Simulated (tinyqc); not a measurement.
Correlation length: interface roughness in a thin film (subband fluctuation and scattering).

Square well of width t, barriers V0, c = hbar^2/2m0: E1 solves k t + 2 atan[(k/mz)/(kappa/mb)] = pi, k = sqrt(mz E/c), kappa = sqrt(mb (V0 - E)/c). One interface is rough, so the subband edge fluctuates by G dt with G = |dE1/dt| (central difference of 0.01 angstrom; 2 E1/t for hard walls).

Gaussian roughness spectrum S(q) = pi D^2 Lc^2 exp(-q^2 Lc^2/4). Degenerate gas, taken to fill one subband (the second starts to fill once c kF^2/md exceeds E2 - E1, which is not tested here): kF = sqrt(2 pi Ns/gv), q = 2 kF sin(theta/2), 1/tau = (md/(2 pi c hbar)) G^2 times the integral from 0 to pi of S(q)(1 - cos theta)/eps(q)^2 dtheta, eps(q) = 1 + qs/q with screening (qs = gv md q0/(c eps), q0 = e^2/(4 pi eps0), form factors left out, which overstates the screening; other scattering is left out too, so these values lie far above measured mobilities in all but the thinnest films) or 1 without; mobility = tau c2/md with c2 = e/m0 = 1.75882e15 cm^2/(V s^2); 1e12/cm^2 = 1e-4/angstrom^2.

Constants: hbar^2/2m0 = 3.80998211 eV angstrom^2; hbar = 6.58211957e-16 eV s; e^2/(4 pi eps0) = 14.39964547 eV angstrom.

Parameters, chosen for this exercise (near those of a thin GaN channel; shifted at random, so the results belong to these values and not to a real crystal):
- t = 50 angstrom (film thickness)
- mz = 0.2 m0 (confinement mass)
- V0 = 1.98 eV (barrier)
- mb = 0.33 m0 (barrier mass)
- md = 0.205 m0 (mass in the plane)
- gv = 1 (valleys)
- D = 3.6 angstrom (rms height of the roughness)
- Ns = 1.1 x 1e12/cm^2 (sheet density)
- eps = 9.7 (mean dielectric constant at the channel)
- Ll = (4, 8, 14, 22, 35, 55, 90) angstrom (correlation lengths)

Fixed D; bare and screened mobility.

Results:
```
Lc (angstrom)  kF Lc  bare mobility (cm^2/(V s))  screened mobility (cm^2/(V s))
4               0.11                    8.70e+04                        6.77e+05
14              0.37                    7.80e+03                        6.11e+04
22              0.58                    3.65e+03                        2.91e+04
35              0.92                    2.08e+03                        1.72e+04
55              1.45                    1.87e+03                        1.75e+04
90              2.37                    3.27e+03                        4.94e+04
```

Give the missing row, Lc (angstrom) = 8.

Computed row:
```
Lc (angstrom)  kF Lc  bare mobility (cm^2/(V s))  screened mobility (cm^2/(V s))
8               0.21                    2.23e+04                        1.74e+05
```

The bare mobility is lowest at Lc = 55 angstrom of those listed (kF Lc = 1.45). The screened mobility is lowest at Lc = 35 angstrom of those listed (kF Lc = 0.92). Short roughness averages out (mobility as 1/Lc^2; the first two rows give exponent -1.96), and long roughness deflects only by small angles (bare mobility rising as Lc; the last two rows give 1.14).

(tinyqc, `OMP_NUM_THREADS=1 python tinyqc.py 1250225 1250226 out.jsonl`, Intel(R) Xeon(R) Processor @ 2.30GHz, 1 thread, shared host, about 0.01 s.)
